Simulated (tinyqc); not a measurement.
Boltzmann transport in a parabolic band with a power-law relaxation time, step by step. Values are carried at full precision from step to step, so a last printed digit may differ when a step is redone from the rounded ones.

F_j(eta) = (1/Gamma(j + 1)) integral_0^infinity x^j dx/(1 + exp(x - eta)), which tends to exp(eta) for eta << 0.

n = N F_1/2(eta) with N = 2 (m kB T/(4 pi c))^(3/2) with c = hbar^2/2m0, in 1/angstrom^3; times 1e24 for 1/cm^3, m = md.

Constants: hbar^2/2m0 = 3.80998211 eV angstrom^2; kB = 8.617333262e-05 eV/K.

Inputs chosen for the exercise (masses near those of Si; tau0 is set for a mobility of the usual size at this n, kL is a free input; freeze-out and phonon drag, which matter near 77 K, are left out; the results hold for these values, not for the real material): n = 1.3e+17 1/cm^3 (electron density); md = 1.037 m0 (density-of-states mass); T = 300 K; r = -0.5 (exponent of tau); tau0 = 150 fs (tau at E = kT); mc = 0.2537 m0 (conductivity mass); kL = 88 W/(m K) (lattice thermal conductivity).

## Reduced Fermi level

Solve for eta.

N = 2.650e+19 1/cm^3
eta = -5.3156

## Integrals for r = -0.5 (acoustic phonons)

tau = tau0 x^r with x = E/kT. With K_j = Gamma(j + 1) F_j(eta): <tau> = tau0 (r + 3/2) K_(r+1/2)/((3/2) K_(1/2)); mu = <tau>/(mc m0/e), m0/e = 5.685630e-12 kg/C; Hall factor rH = (3/2) K_(1/2) (2r + 3/2) K_(2r+1/2)/((r + 3/2) K_(r+1/2))^2; Seebeck S = -(kB/e) [(r + 5/2) K_(r+3/2)/((r + 3/2) K_(r+1/2)) - eta]; Lorenz number L = (kB/e)^2 [(r + 7/2) K_(r+5/2)/((r + 3/2) K_(r+1/2)) - ((r + 5/2) K_(r+3/2)/((r + 3/2) K_(r+1/2)))^2]; kB/e in V/K. Valley anisotropy is left out of rH.

Evaluate F_j and K_j for j = 1/2, r + 1/2, r + 3/2, r + 5/2 and 2r + 1/2 (each value once).

F_j and K_j:

| j | F_j | K_j |
|---|---|---|
| 0.5 | 0.0049057 | 0.0043476 |
| 0.0 | 0.0049022 | 0.0049022 |
| 1.0 | 0.0049082 | 0.0049082 |
| 2.0 | 0.0049112 | 0.0098225 |
| -0.5 | 0.0048972 | 0.0086801 |

## Transport coefficients

Form the ratios; u is the mean energy carried, in kT.

<tau>/tau0 = 0.752
rH = 1.178
u = 2.002
S = -630.6 microvolt/K
L = 1.486 1e-8 W ohm/K^2

The non-degenerate limits are rH = 1.178, u = r + 5/2 = 2 and L = (r + 5/2)(kB/e)^2 = 1.485; the degenerate ones are rH = 1 and L = 2.443.

## Mobility, conductivity and figure of merit

mu = <tau>/(mc m0/e) with m0/e = 5.685630e-12 kg/C; sigma = e n mu, e = 1.602176634e-19 C; Hall mobility rH mu; power factor S^2 sigma; ZT = S^2 sigma T/(kL + L sigma T), all in SI units.

mu = 782 cm^2/(V s)
Hall mobility = 921 cm^2/(V s)
sigma = 16.3 S/cm
power factor = 0.647 mW/(m K^2)
electronic thermal conductivity = 0.00726 W/(m K)
ZT = 0.0022

A Hall measurement read with rH = 1 would give a density of 1.10e+17 1/cm^3. Electrons carry 0.0082 % of the heat.

## Checks

- Seebeck coefficient against direct integration over -df/dE (microvolt/K): both -630.6.

(tinyqc, `OMP_NUM_THREADS=1 python tinyqc.py 1682398 1682399 out.jsonl`, Intel(R) Xeon(R) Processor @ 2.30GHz, 1 thread, shared host, about 0.01 s.)
